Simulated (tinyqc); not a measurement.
Equilibrium and kinetic segregation of a solute to boundaries and growing surfaces: one step, computed by the program tinyqc. Command: `OMP_NUM_THREADS=1 python tinyqc.py 3031372 3031373 out.jsonl segreg walk`. One thread of a shared host (Intel(R) Xeon(R) Processor @ 2.30GHz), about 0.01 s of CPU time with the checks.

Question. Depletion of small grains. With theta the solute fraction on boundary sites and x that in the grains, theta/(1 - theta) = [x/(1 - x)] exp[Q/(k_B T)]. Finite grains: boundary sites are the fraction f = 3 delta/d, and x0 = (1 - f) x + f theta; solve both equations for theta; share at boundaries = f theta/x0.

Inputs (values chosen for the exercise, modelled on a solute in a copper line):
```
quantity                   value  unit
segregation energy Q       0.467    eV
total solute fraction x0  0.0015     -
temperature T                925     K
grain size d                 180    nm
boundary thickness delta    0.47    nm
```

Isotherm: Langmuir-McLean.

Constants: k_B = 8.617333262e-05 eV/K.

Give: site fraction f; coverage theta; fraction x left in the grains; share of solute at boundaries; enrichment theta/x.

Answer.

site fraction f = 0.007833

coverage theta = 0.1351

fraction x left in the grains = 4.456e-04

share of solute at boundaries = 70.53 %

enrichment theta/x = 303.1
